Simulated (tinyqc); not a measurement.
Comparisons within one model: bond unit of a tetrahedral oxide and its oxygen vacancy in tight binding. A value that a table varies takes the place of the one given here.

Two sp3 hybrids h1, h2 at eh = (es + 3 ep)/4 point at one oxygen with orbitals s, px, py, pz; x joins the two cations, z bisects the angle phi, and th = (180 - phi)/2. With u = hbar^2/(m d^2) = 2c/d^2, c = hbar^2/2m0: Vhs = -(1.32 + sqrt3 x 1.42) u/2 and Vhp = (1.42 + sqrt3 x 2.22) u/2. <h|s> = Vhs for both; <h1|px> = Vhp cos(th), <h2|px> = -Vhp cos(th); <h|pz> = Vhp sin(th) for both; py is a lone pair. The unit holds 8 electrons. Coupling between units, which widens the levels into bands, is left out.

Without the oxygen the two hybrids face each other at distance R and couple by -V2, V2 = 3.22 x 2c/R^2, c = hbar^2/2m0: a bond at eh - V2 with two electrons and an antibond at eh + V2. Levels are measured from eop, the lone-pair level that stands for the top of the valence band.

Constants: hbar^2/2m0 = 3.80998211 eV angstrom^2.

Inputs chosen for the exercise (near tabulated values for SiO2; shifted at random, so the results belong to these values and not to a real crystal): es = -14.58 eV (s level of the cation); ep = -7.64 eV (p level of the cation); eos = -33.48 eV (s level of oxygen); eop = -16.52 eV (p level of oxygen); d = 1.62 angstrom (cation-oxygen distance); phi = 161 degrees (bond angle at oxygen); R = 2.88 angstrom (cation-cation distance across the vacancy).

## Bond angle at oxygen

phi is varied at fixed d. Levels above eop; cation-cation distance 2 d cos(th); band energy is twice the sum of the four filled levels, relative to phi = 180; excess on O is the number of electrons on oxygen less 6.

Against phi:
```
phi (deg)  distance (angstrom)  level 2  level 3  level 5  level 6  excess on O  band energy (eV)
110                      2.654   -5.976   -2.726   12.321   13.121        0.885            -2.116
120                      2.806   -6.448   -2.180   11.733   13.593        0.913            -1.883
130                      2.936   -6.856   -1.641   11.157   14.001        0.951            -1.547
140                      3.045   -7.195   -1.131   10.616   14.340        0.998            -1.144
150                      3.130   -7.463   -0.679   10.139   14.608        1.051            -0.726
160                      3.191   -7.657   -0.318    9.760   14.802        1.102            -0.354
170                      3.228   -7.773   -0.082    9.513   14.918        1.140            -0.094
180                      3.240   -7.812    0.000    9.427   14.957        1.155             0.000
```

How do the results move?

Bending moves coupling from px to pz: level 2 rises from -7.81 to -5.98 eV and level 3 falls from 0.00 to -2.73 eV between 180 and 110 degrees. The lowest empty level is lowest at 180 degrees (9.43 eV) and highest at 110 (12.32 eV), so a spread of angles in a glass smears the conduction edge. The band energy is lowest at 110 degrees of those listed (-2.12 eV); the repulsion of the cations, not included, opposes bending.

## The vacancy as the cations move

R is varied; eh = (es + 3 ep)/4. The last two columns are the band energies of the bond with two electrons, -2 V2, and with one, -V2.

Against R (eV):
```
R (angstrom)     V2  bond level  antibond level  two electrons  one electron
2.20          5.069       2.076          12.214        -10.139        -5.069
2.35          4.443       2.702          11.588         -8.886        -4.443
2.50          3.926       3.219          11.071         -7.852        -3.926
2.70          3.366       3.779          10.511         -6.731        -3.366
3.00          2.726       4.419           9.871         -5.453        -2.726
3.30          2.253       4.892           9.398         -4.506        -2.253
3.70          1.792       5.353           8.937         -3.585        -1.792
4.20          1.391       5.754           8.536         -2.782        -1.391
```

What does this show, and why?

The bond level rises from 2.08 eV at 2.2 to 5.75 eV at 4.2 angstrom, towards the lone hybrid at 7.14 eV. Taking one electron away halves the pull between the cations (at 2.5 angstrom from 6.28 to 3.14 eV/angstrom), so the positive vacancy relaxes outward and its level moves up: capture and release of a hole take place at different energies.

## What each value does

Spacing from the highest filled to the lowest empty level, excess electrons on oxygen (their number less 6), and the vacancy bond level eh - V2 - eop, V2 = 3.22 x 2c/R^2. Each row changes one parameter from the base and keeps the others.

Results:
```
case               spacing (eV)  excess on O  vacancy level (eV)
base                     9.7283       1.1064              4.1868
es = -14.08 eV           9.8402       1.1137              4.3118
ep = -7.14 eV           10.0644       1.1281              4.5618
eos = -31.48 eV          9.8899       1.0876              4.1868
eop = -16.02 eV          9.2441       1.0806              3.6868
d = 1.66 angstrom        9.5117       1.1339              4.1868
phi = 153 degrees       10.0133       1.0666              4.1868
R = 3.03 angstrom        9.7283       1.1064              4.4725
```

What does this show?

The largest shifts from the base row, up to three for each result and ties (the steps differ in size, so this ranks the rows, not the parameters). spacing (eV): eop -0.4842, ep +0.3360, phi +0.2849; unchanged at the printed digits by R. excess on O: phi -0.0398, d +0.0276, eop -0.0258; unchanged at the printed digits by R. vacancy level (eV): eop -0.5000, ep +0.3750, R +0.2856; unchanged at the printed digits by eos, d and phi.

(tinyqc, `OMP_NUM_THREADS=1 python tinyqc.py 1480170 1480171 out.jsonl`, Intel(R) Xeon(R) Processor @ 2.30GHz, 1 thread, shared host, about 0.01 s.)
